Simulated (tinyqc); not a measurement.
# From transition pressure back to energy of phase 2 above phase 1, Delta E0

Model: pressure-driven transition between two phases with analytic equations of state. Computed by tinyqc, a small Python program. Command: `OMP_NUM_THREADS=1 python tinyqc.py 3016709 3016710 out.jsonl transition inv`. One thread of a shared host (Intel(R) Xeon(R) Processor @ 2.30GHz), about 0.03 s of CPU time with the checks.

Each phase obeys E = E0 + (9 B0 V0/h^2) {1 + [h (1 - x) - 1] exp(h (1 - x))}, P = 3 B0 (1 - x) x^-2 exp(h (1 - x)), x = (V/V0)^(1/3), h = (3/2)(B' - 1); E0 = 0 for phase 1 and Delta E0 for phase 2. H = E + P V.

Inputs (values chosen for the exercise, for two model phases):
```
quantity,value,unit
volume V0 of phase 1,15,angstrom^3/atom
B0 of phase 1,177,GPa
B' of phase 1,5.17,-
volume V0 of phase 2,13,angstrom^3/atom
B0 of phase 2,216,GPa
B' of phase 2,3.71,-
```

Equation of state: Vinet.

Constants: 1 eV/angstrom^3 = 160.2176634 GPa.

Method. Start from P = Delta E0/(V0 of phase 1 - V0 of phase 2); at each P solve P(V) = P for both phases and step P(new) = P - (H_2 - H_1)/(V_2 - V_1); stop when |H_2 - H_1| < 1e-10 eV. At the zero-temperature transition the volume change is V_2/V_1 - 1 and the work is P (V_1 - V_2).

Question. A run gave the result below. Find the energy of phase 2 above phase 1, Delta E0, known to lie between 0.055 and 0.096 eV/atom.

transition pressure = 5.788383 GPa

Answer.

Each step takes the trial c = (a f_b - b f_a)/(f_b - f_a), f being the result less the target and a, b, c the logarithms of the listed values; c replaces end b, the old b replaces a if the sign of f changed, and otherwise f_a is halved.

Scan of the range:
```
"energy of phase 2 above phase 1, Delta E0 (eV/atom)",transition pressure (GPa)
0.0550,4.52001
0.0604,4.97549
0.0662,5.46690
0.0727,6.02030
0.0797,6.61936
0.0875,7.29060
0.0960,8.02646
```

False position (Illinois rule, in the logarithm of the input) inside the bracket:
```
step,end a,end b,trial,transition pressure (GPa)
1,0.0662000,0.0727000,0.0699017,5.78172
2,0.0727000,0.0699017,0.0699784,5.78825
3,0.0727000,0.0699784,0.0699815,5.78851
4,0.0699784,0.0699815,0.0699800,5.78838
```

Transition pressure rises at every point of a 13-point scan of the range (every second point is shown), so one value fits; it is bracketed by 0.0662 and 0.0727. Answer: energy of phase 2 above phase 1, Delta E0 = 0.06998 eV/atom.
